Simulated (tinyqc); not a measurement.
Rutherford backscattering from a thin compound film on silicon: kinematics, yields, composition and thickness. Changing the beam energy E0. Computed by tinyqc, a small Python program. Command: `OMP_NUM_THREADS=1 python tinyqc.py 3011577 3011578 out.jsonl rbs sweep`. One thread of a shared host (Intel(R) Xeon(R) Processor @ 2.30GHz), about 0.01 s of CPU time with the checks.

Singly charged helium ions (Z1 = 2, M1 = 4.0026 u) enter at the tilt angle a1 to the normal and leave at a2 = |180 - theta - tilt| in the same plane. The film is A B_x.

Inputs (values chosen for the exercise, modelled on a helium beam on WSi2):
```
quantity                                value           unit
scattering angle theta                    160        degrees
tilt of the sample                          7        degrees
heavy element: Z_A                         74              -
heavy element: mass M_A                 183.8              u
heavy element: stopping eps_A at 2 MeV    114  1e-15 eV cm^2
light element: Z_B                         14              -
light element: mass M_B                 28.09              u
light element: stopping eps_B at 2 MeV   47.2  1e-15 eV cm^2
atoms of B per atom of A, x              1.71              -
atomic density of the film               76.7         1/nm^3
film thickness d                           66             nm
collected charge                          9.9   microcoulomb
detector solid angle                      2.7            msr
detector resolution (FWHM)                 14            keV
```

Constants: e^2/(4 pi eps_0) = 14.39964548 eV angstrom; e = 1.602176634e-19 C.

Method:
- Kinematic factor K = [(sqrt(M^2 - M1^2 sin^2 theta) + M1 cos theta)/(M + M1)]^2.
- Surface edges lie at K E0; substrate silicon has M = 28.09 u. Mass resolution at M_A = resolution/(E0 dK/dM).
- Stopping per atom eps(E) = eps(2 MeV) (E/2 MeV)^(-0.4) (a law chosen for the exercise); Bragg rule eps_film = (eps_A + x eps_B)/(1 + x); areal density N d, with 1/nm^2 = 0.1 x 1e15/cm^2.
- Width of the signal of element i: [K_i eps(E0)/cos a1 + eps(K_i E0)/cos a2] N d; depth resolution = resolution x d/width of A; energy lost on the way in = eps(E0) N d/cos a1.
- Rutherford cross section in the laboratory frame: sigma = (Z1 Z e^2/(4 pi eps_0 4E))^2 (4/sin^4 theta) (r + cos theta)^2/r, r = sqrt(1 - (M1 sin theta/M)^2), times the screening factor 1 - 0.049 Z1 Z^(4/3)/E (E in keV); 1 angstrom^2 = 1e8 barn.
- Counts = (charge/e) x solid angle x sigma(E_mean) x areal density of the element/cos a1, E_mean = E0 - half the energy lost on the way in; 1 barn = 1e-24 cm^2. The ratio of areas returns x = (Y_B/Y_A)(sigma_A/sigma_B), with the counting error sqrt(1/Y_A + 1/Y_B).

One run for each value:
```
beam energy E0 (MeV)  mass resolution at M_A (u)  depth resolution (nm)  counting error of x without background (%)
1.0                                       33.128                  9.687                                      0.4262
1.2                                       27.607                 10.420                                      0.5140
1.5                                       22.085                 11.393                                      0.6456
1.8                                       18.405                 12.255                                      0.7769
2.0                                       16.564                 12.782                                      0.8643
2.2                                       15.058                 13.279                                      0.9518
2.5                                       13.251                 13.976                                      1.0828
2.8                                       11.831                 14.624                                      1.2139
3.0                                       11.043                 15.033                                      1.3012
```

What does the table show, and why?

Over the rows, mass resolution at M_A (u) falls from 33.1 to 11.0 (exponent d ln y / d ln x about -1.00 throughout); depth resolution (nm) rises from 9.69 to 15.0 (exponent d ln y / d ln x about 0.40 throughout); counting error of x without background (%) rises from 0.426 to 1.30 (exponent d ln y / d ln x about 1.0 throughout). The exponent of mass resolution at M_A stays at -1: edges spread in proportion to E0. The exponent of depth resolution stays at 0.40: the chosen stopping law. The exponent of counting error of x without background stays between 1.01 and 1.03, near 1: sigma falls as 1/E^2 and the error goes as its inverse root. A higher energy buys mass resolution at the price of depth resolution and counts; above about 2 to 3 MeV light elements also show non-Rutherford resonances.

Caution (all rows): the silicon signal of the film merges with that of the substrate, so only the width of A can be read directly. Caution (all rows): film and substrate silicon overlap, so Y_B must be separated by a fit.

Extremes, crossings and ranges named in words are read from the listed rows.
